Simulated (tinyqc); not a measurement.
Free-carrier optics of a doped semiconductor (Drude model with one polar phonon): one step. Plasma energy and damping. Five cases, with inputs chosen for the exercise.

Task: Evaluate Ep, tau, Gam, the plasma wavelength hc/Ep (hc = 1239.841984 eV nm) and the dc resistivity 1/(e N mu), e = 1.602176634e-19 C.

eps(E) = ei [1 - Ep^2/(E^2 + i E Gam)] + (es - ei) wT^2/(wT^2 - E^2 - i E gT), with Ep^2 = 8 pi c (e^2/(4 pi eps0)) N/(m ei), c = hbar^2/2m0, N in 1/angstrom^3 (1e-24 per 1/cm^3); Gam = hbar/tau, tau = mu m m0/e with m0/e = 5.685630e-12 kg/C and mu in m^2/(V s). Energies in meV.

Constants: hbar^2/2m0 = 3.80998211 eV angstrom^2; e^2/(4 pi eps0) = 14.39964547 eV angstrom; hbar = 6.58211957e-16 eV s.

Case 1.

Values chosen (mass and dielectric values near those of SiC; N and mu are free inputs; interband absorption and the rise of the mass with filling are left out; shifted at random, so the results belong to these values and not to a real crystal):
- N = 2.7e+17 1/cm^3 (carrier density)
- m = 0.382 m0 (conductivity mass)
- mu = 41 cm^2/(V s) (mobility)
- ei = 6.59 (high-frequency dielectric constant)
- wT = 98.3 meV (TO phonon)
- es = 9.74 (static dielectric constant)
- gT = 0.6 meV (phonon damping)

Case 2.

Values chosen (mass and dielectric values near those of InAs; N and mu are free inputs; interband absorption and the rise of the mass with filling are left out; shifted at random, so the results belong to these values and not to a real crystal):
- N = 2e+17 1/cm^3 (carrier density)
- m = 0.0261 m0 (conductivity mass)
- mu = 11000 cm^2/(V s) (mobility)
- ei = 12.44 (high-frequency dielectric constant)
- wT = 26.5 meV (TO phonon)
- es = 15.08 (static dielectric constant)
- gT = 0.3 meV (phonon damping)

Case 3.

Values chosen (mass and dielectric values near those of SiC; N and mu are free inputs; interband absorption and the rise of the mass with filling are left out; shifted at random, so the results belong to these values and not to a real crystal):
- N = 4.1e+17 1/cm^3 (carrier density)
- m = 0.412 m0 (conductivity mass)
- mu = 66 cm^2/(V s) (mobility)
- ei = 6.62 (high-frequency dielectric constant)
- wT = 97.2 meV (TO phonon)
- es = 9.71 (static dielectric constant)
- gT = 0.8 meV (phonon damping)

Case 4.

Values chosen (mass and dielectric values near those of GaAs; N and mu are free inputs; interband absorption and the rise of the mass with filling are left out; shifted at random, so the results belong to these values and not to a real crystal):
- N = 3.8e+17 1/cm^3 (carrier density)
- m = 0.0739 m0 (conductivity mass)
- mu = 1500 cm^2/(V s) (mobility)
- ei = 11.16 (high-frequency dielectric constant)
- wT = 33.4 meV (TO phonon)
- es = 13.2 (static dielectric constant)
- gT = 0.2 meV (phonon damping)

Case 5.

Values chosen (mass and dielectric values near those of GaN; N and mu are free inputs; interband absorption and the rise of the mass with filling are left out; shifted at random, so the results belong to these values and not to a real crystal):
- N = 2.2e+17 1/cm^3 (carrier density)
- m = 0.197 m0 (conductivity mass)
- mu = 76 cm^2/(V s) (mobility)
- ei = 5.41 (high-frequency dielectric constant)
- wT = 70.3 meV (TO phonon)
- es = 9.8 (static dielectric constant)
- gT = 0.9 meV (phonon damping)

Give: Ep; tau; Gam; plasma wavelength; rho.

Result:

Case 1.

Ep = 12.16 meV
tau = 8.90 fs
Gam = 73.92 meV
plasma wavelength = 101.95 micrometre
rho = 0.564 ohm cm

Ep/Gam = 0.16: the free-carrier part of eps1 has no zero, and the plasma mode is overdamped (Ep/Gam below 1/2).

Case 2.

Ep = 29.14 meV
tau = 163.23 fs
Gam = 4.03 meV
plasma wavelength = 42.54 micrometre
rho = 0.00284 ohm cm

Ep/Gam = 7.23: the plasma edge is sharp.

Case 3.

Ep = 14.40 meV
tau = 15.46 fs
Gam = 42.57 meV
plasma wavelength = 86.12 micrometre
rho = 0.231 ohm cm

Ep/Gam = 0.34: the free-carrier part of eps1 has no zero, and the plasma mode is overdamped (Ep/Gam below 1/2).

Case 4.

Ep = 25.21 meV
tau = 63.03 fs
Gam = 10.44 meV
plasma wavelength = 49.19 micrometre
rho = 0.0110 ohm cm

Ep/Gam = 2.41: the edge is smeared by scattering.

Case 5.

Ep = 16.87 meV
tau = 8.51 fs
Gam = 77.32 meV
plasma wavelength = 73.49 micrometre
rho = 0.373 ohm cm

Ep/Gam = 0.22: the free-carrier part of eps1 has no zero, and the plasma mode is overdamped (Ep/Gam below 1/2).

Computed by tinyqc, one run a case: `OMP_NUM_THREADS=1 python tinyqc.py N N+1 out.jsonl` with N = 1651880, 1652234, 1652319, 1652362, 1652377; one thread of a shared Intel(R) Xeon(R) Processor @ 2.30GHz, about 0.01 s a run at most.
